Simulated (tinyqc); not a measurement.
Inside a calculation. Model: semiconductor laser, carrier and photon rate equations.

Program tinyqc, `OMP_NUM_THREADS=1 python tinyqc.py 2840112 2840113 out.jsonl`; Intel Xeon 2.30GHz, shared host, one thread, about 0.01 s. Printed values are rounded.

Carrier density N and photon density S in one mode: dN/dt = F1 = eta I/(q V) - (A N + B N^2 + C N^3) - vg g S; dS/dt = F2 = G vg g S + G be B N^2 - S/tp, with g = g0 ln(N/Ntr)/(1 + ec S). Output power P = Fo Eph S V/(G tp). No heating, no carrier transport.

Inputs (values chosen for the exercise):
- V = 1.5e-12 cm^3 (active volume)
- G = 0.112 (confinement factor)
- vg = 7.78e9 cm/s (group velocity)
- g0 = 2500 1/cm (gain coefficient)
- Ntr = 1.5e18 cm^-3 (transparency density)
- ec = 2.1e-17 cm^3 (gain compression)
- tp = 2.2 ps (photon lifetime)
- A = 1.5e8 1/s (defect recombination coefficient)
- B = 1e-10 cm^3/s (radiative coefficient)
- C = 2e-29 cm^6/s (Auger coefficient)
- be = 0.00035 (share of spontaneous emission into the mode)
- eta = 0.74 (injection efficiency)
- Fo = 0.66 (share of cavity losses that is output)
- Eph = 0.95 eV (photon energy)
- I = 1.2 mA (drive current)
- dt = 2 ps (time step)

Constants: q = 1.602176634e-19 C. Results are converted to the units shown.

## Threshold

gth = 1/(G vg tp), Nth = Ntr exp(gth/g0), Ith = q V (A Nth + B Nth^2 + C Nth^3)/eta. Above it S is near G tp eta (I - Ith)/(q V). Carrier lifetime at threshold Nth/(A Nth + B Nth^2 + C Nth^3).

gth = 521.651 1/cm
Nth = 1.84804e18 cm^-3
Ith = 0.241938 mA
estimate of S = 7.26883e14 cm^-3
carrier lifetime = 2.48072 ns

## Iteration 1: steady state by Newton steps

(N, S) at the start (Nth and the estimate of S): N (1e18 cm^-3) 1.848, S (1e15 cm^-3) 0.727

Jacobian, with a = g0/(N (1 + ec S)) and d = g/(1 + ec S): J11 = -(A + 2 B N + 3 C N^2) - vg a S, J12 = -vg d, J21 = G vg a S + 2 G be B N, J22 = G vg d - 1/tp. Solve J d = -F and add d to (N, S).

F1, F2 (1e27 cm^-3/s): [0.0442191, -0.00498913]

J (1/ns):
```
           N         S
F1  -8.26104  -3936.90
F2  0.844107  -13.6128
```

(N, S) after iteration 1: N (1e18 cm^-3) 1.85389, S (1e15 cm^-3) 0.725868

## Iteration 2: steady state by Newton steps

As before.

F1, F2 (1e27 cm^-3/s): [1.31436e-4, -1.55412e-5]

J (1/ns):
```
           N         S
F1  -8.22805  -3997.16
F2  0.840133  -6.86408
```

(N, S) after iteration 2: N (1e18 cm^-3) 1.85391, S (1e15 cm^-3) 0.725863

## Course of the iteration: steady state by Newton steps

Stop when the largest change of (N, S) is below 1e-9, or after 40 iterations. N is counted in 1e18 and S in 1e15 cm^-3, and S must be positive.

Course of the iteration:
```
iteration  S (1e15 cm^-3)  largest |change| of one entry
1                0.725868                        5.89e-3
2                0.725863                        1.85e-5
3                0.725863                       2.20e-10
```

Converged in 3 iterations. The change falls from 0.0059 in the first iteration to below the tolerance in the last.

## Power, relaxation frequency, damping and bandwidth

N = 1.85391e18 cm^-3
S = 7.25863e14 cm^-3

Jacobian, with a = g0/(N (1 + ec S)) and d = g/(1 + ec S): J11 = -(A + 2 B N + 3 C N^2) - vg a S, J12 = -vg d, J21 = G vg a S + 2 G be B N, J22 = G vg d - 1/tp. wR^2 = det J, gamma = -trace J, fR = wR/(2 pi); the response wR^2/(wR^2 - w^2 + i gamma w) falls to 1/sqrt(2) at w^2 = x + sqrt(x^2 + wR^4), x = wR^2 - gamma^2/2 (f3dB = w/(2 pi)).

P = 0.443898 mW
fR = 9.30008 GHz
gamma = 15.0709 1/ns
f3dB = 14.2799 GHz

f3dB is 1.54 times fR (1.55 without damping). gamma/wR = 0.26: the response has a resonance peak.

## One Runge-Kutta step of a transient

(N, S) at the start: N (1e18 cm^-3) 1.891, S (1e15 cm^-3) 0.363

y = (N, S), k1 = F(y), k2 = F(y + dt k1/2), k3 = F(y + dt k2/2), k4 = F(y + dt k3), y(new) = y + dt (k1 + 2 k2 + 2 k3 + k4)/6.

slopes per ps, N in 1e18 and S in 1e15 cm^-3:
```
         dN/dt      dS/dt
k1  0.00129540  0.0168003
k2  0.00121490  0.0180727
k3  0.00120961  0.0180931
k4  0.00112331  0.0194255
```

(N, S) after the step: N (1e18 cm^-3) 1.89342, S (1e15 cm^-3) 0.399186
